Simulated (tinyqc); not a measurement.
Shallow donor in effective-mass theory, with valley-orbit splitting, step by step. Values are carried at full precision from step to step, so a last printed digit may differ when a step is redone from the rounded ones.

Constants: Ry = 13.60569312 eV; a0 (Bohr radius) = 0.5291772105 angstrom; hbar^2/2m0 = 3.80998211 eV angstrom^2; e^2/(4 pi eps0) = 14.39964547 eV angstrom.

Values chosen for the exercise (near those of a group-V donor in Si; the results hold for these values, not for the real material): ml = 0.915 m0 (longitudinal mass); mt = 0.187 m0 (transverse mass); eps = 11.4 (dielectric constant); a = 22.7 angstrom (trial radius across the axis); b = 13.7 angstrom (trial radius along the axis); E0 = -30.8 meV (single-valley level); D0 = 4.3 meV (central-cell shift); D1 = 2.24 meV (coupling of perpendicular valleys); D2 = 1.48 meV (coupling of opposite valleys); Ds = 14.3 meV (strain splitting: z valleys less the others).

## Hydrogen-like estimates

Ry* = Ry m/eps^2 and a* = a0 eps/m for four choices of one mass: mt, the conductivity mass 3/(1/ml + 2/mt), the density-of-states mass (ml mt^2)^(1/3), and ml.

Estimates:

| mass | m (m0) | Ry* (meV) | a* (angstrom) |
|---|---|---|---|
| mt | 0.1870 | 19.58 | 32.26 |
| conductivity | 0.2545 | 26.64 | 23.70 |
| density of states | 0.3175 | 33.24 | 19.00 |
| ml | 0.9150 | 95.79 | 6.59 |

## Energy of one trial function

One valley: H = -c [(d2/dx2 + d2/dy2)/mt + (d2/dz2)/ml] - q/(eps r), c = hbar^2/2m0, q = e^2/(4 pi eps0). Trial function exp(-sqrt((x^2 + y^2)/a^2 + z^2/b^2)) with a > b: T = (c/3)(2/(mt a^2) + 1/(ml b^2)), V = -(q/eps) atan(u/b)/u, u = sqrt(a^2 - b^2). The central cell of the impurity is left out.

Evaluate T, V and E. Scaling both radii by f changes T to T/f^2 and V to V/f, so the best factor is f = -2T/V, with energy -V^2/(4T).

T = 33.755 meV
V = -64.405 meV
E = -30.651 meV
best scale factor = 1.0482
energy after scaling = -30.722 meV

The virial ratio -V/T is 1.908; it is 2 at the best scale. Scaling gains 0.071 meV.

## Scan over the shape

For each ratio b/a = 0.2, 0.3, ..., 0.9 the best scale follows from a = -2 T1/V1, with T1 and V1 taken at a = 1 angstrom.

Scan:

| b/a | a (angstrom) | b (angstrom) | E (meV) |
|---|---|---|---|
| 0.2 | 54.70 | 10.94 | -16.138 |
| 0.3 | 34.60 | 10.38 | -24.225 |
| 0.4 | 27.86 | 11.14 | -28.672 |
| 0.5 | 25.06 | 12.53 | -30.480 |
| 0.6 | 23.82 | 14.29 | -30.732 |
| 0.7 | 23.34 | 16.34 | -30.143 |
| 0.8 | 23.25 | 18.60 | -29.128 |
| 0.9 | 23.41 | 21.07 | -27.919 |

The best listed ratio is 0.6; (mt/ml)^(1/2) = 0.45 and (mt/ml)^(1/3) = 0.59 are common guesses.

## The minimum

Minimise over a and b. The Mott estimate n_c = (0.25/a_m)^3 uses a_m = (a^2 b)^(1/3); 1/angstrom^3 = 1e24/cm^3.

a = 24.08 angstrom
b = 13.75 angstrom
E = -30.770 meV
a_m = 19.98 angstrom
n_c = 1.96 x 1e18/cm^3

b/a = 0.571. The binding energy is 1.572 times Ry*(mt). The central cell of a real donor shrinks the orbit and raises n_c (3.7 x 1e18/cm^3 for P in Si).

## The valley-orbit matrix

Basis: the 1s envelopes of the valleys +x, -x, +y, -y, +z, -z. Diagonal E0 - D0, element -D2 between opposite valleys and -D1 between perpendicular ones. Strain along [001] adds 2 Ds/3 to the z valleys and -Ds/3 to the others.

Fill it in with the strain.

H (meV), lower triangle:
```
         +x       -x       +y       -y       +z       -z
+x  -39.867
-x   -1.480  -39.867
+y   -2.240   -2.240  -39.867
-y   -2.240   -2.240   -1.480  -39.867
+z   -2.240   -2.240   -2.240   -2.240  -25.567
-z   -2.240   -2.240   -2.240   -2.240   -1.480  -25.567
```

## Levels and ground state

Diagonalise. For the lowest state give the amplitudes (positive) and (sum of amplitudes)^2/6, the contact density relative to no strain.

levels (meV): -47.764  -38.387  -38.387  -36.867  -25.109  -24.087

amplitudes: +x 0.4781, -x 0.4781, +y 0.4781, -y 0.4781, +z 0.2068, -z 0.2068

relative contact density = 0.9018

The z valleys hold 8.6 % of the ground state, against 33.3 % without strain.

## Checks

- Energy from 21 anisotropic Gaussians against the two-parameter function, meV: -30.81 against -30.77.
- Unstrained levels against E0 - D0 - 4 D1 - D2 (A1), E0 - D0 + D2 (T2, threefold) and E0 - D0 + 2 D1 - D2 (E, twofold): they agree to 1e-10 or better.

tinyqc: `OMP_NUM_THREADS=1 python tinyqc.py 1252695 1252696 out.jsonl`; about 0.01 s, one thread, shared Intel(R) Xeon(R) Processor @ 2.30GHz.
